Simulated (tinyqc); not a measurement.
Effective-mass impurity with a central-cell term, in a basis of Slater functions: one step, computed by the program tinyqc.

The envelope obeys H = -nabla^2 - (2/r) [Z + A exp(-kappa r)] in effective units, with kappa = a*/lambda; positive A deepens the well near the core.

Problem. Generalised eigenproblem. (T + V + W) c = E S c with c^T S c = 1 and the largest component positive.

Impurity: acceptor, one isotropic band.

kinetic T (Ry*):
```
           1          2          3          4
1     0.1024  0.2025429  0.1935713  0.1307672
2  0.2025429   1.048576   2.074039   1.982170
3  0.1935713   2.074039   10.73742   21.23816
4  0.1307672   1.982170   21.23816   109.9512
```

Coulomb V (Ry*):
```
            1          2          3           4
1       -1.28  -1.661485  -1.327967  -0.8422367
2   -1.661485     -4.096  -5.316751   -4.249494
3   -1.327967  -5.316751   -13.1072   -17.01360
4  -0.8422367  -4.249494  -17.01360   -41.94304
```

central cell W (Ry*):
```
              1            2            3           4
1  -0.002540621  -0.01403651  -0.07201868  -0.3009378
2   -0.01403651  -0.07759733   -0.3988710   -1.674700
3   -0.07201868   -0.3988710    -2.061604   -8.780923
4    -0.3009378    -1.674700    -8.780923   -38.85366
```

overlap S:
```
          1         2         3         4
1  1.000000  0.618112  0.184604  0.038972
2  0.618112  1.000000  0.618112  0.184604
3  0.184604  0.618112  1.000000  0.618112
4  0.038972  0.184604  0.618112  1.000000
```

Give: two lowest levels; coefficients of the lowest state; <T>; <W>.

Solution.

two lowest levels (Ry*): -4.920  -0.875

coefficients of the lowest state: -0.1154  0.4377  0.6728  0.0661

<T> = 8.717 Ry*

<W> = -2.214 Ry*
